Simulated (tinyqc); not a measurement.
Physical sputtering: collision-cascade yield, angular dependence, faceting and resputtering in deposition: one step, computed by the program tinyqc. Command: `OMP_NUM_THREADS=1 python tinyqc.py 3006672 3006673 out.jsonl sputter walk`. One thread of a shared host (Intel(R) Xeon(R) Processor @ 2.30GHz), about 0.01 s of CPU time with the checks.

Ions start collision cascades; atoms that reach the surface with more than U leave. The target is amorphous or fine-grained.

Question. Yield at normal incidence. gamma = 4 M1 M2/(M1 + M2)^2; threshold E_th = 6.7 U/gamma for M1 >= M2, else U (1 + 5.7 M1/M2)/gamma. eps = 0.03255 M2 E/(Z1 Z2 (M1 + M2) z), z = (Z1^(2/3) + Z2^(2/3))^(1/2), E in eV; s_n = 3.441 sqrt(eps) ln(eps + 2.718)/(1 + 6.355 sqrt(eps) + eps (6.882 sqrt(eps) - 1.708)); S_n = 84.78 Z1 Z2 M1 s_n/((M1 + M2) z) in eV angstrom^2; alpha = 0.249 (M2/M1)^0.56 + 0.0035 (M2/M1)^1.5 for M1 <= M2, else 0.0875 (M2/M1)^(-0.15) + 0.165 M2/M1; Y0 = 0.042 Q alpha S_n/U [1 - sqrt(E_th/E)]^2.5 (the electronic-loss factor of the full formula is dropped). Erosion rate = Y0 J/(e N); 1 cm^2 = 1e14 nm^2.

Inputs (values chosen for the exercise, modelled on argon ions on silicon):
```
quantity                  value     unit
ion Z1                       18        -
ion mass M1               39.95        u
target Z2                    14        -
target mass M2            28.09        u
surface binding energy U   4.63       eV
target density N           49.9   1/nm^3
fit factor Q               0.64        -
ion energy E                350       eV
current density J           1.6  mA/cm^2
```

Constants: e = 1.602176634e-19 C.

Give: energy transfer factor gamma; threshold E_th; reduced energy eps; nuclear stopping S_n; alpha; yield Y0; erosion rate.

Answer.

energy transfer factor gamma = 0.96962

threshold E_th = 31.993 eV

reduced energy eps = 0.0052420

nuclear stopping S_n = 604.87 eV angstrom^2

alpha = 0.20826

yield Y0 = 0.29733 atoms per ion

erosion rate = 35.702 nm/min

The threshold factor is 0.407; the energy cost is 1180 eV per removed atom, 254 times U.
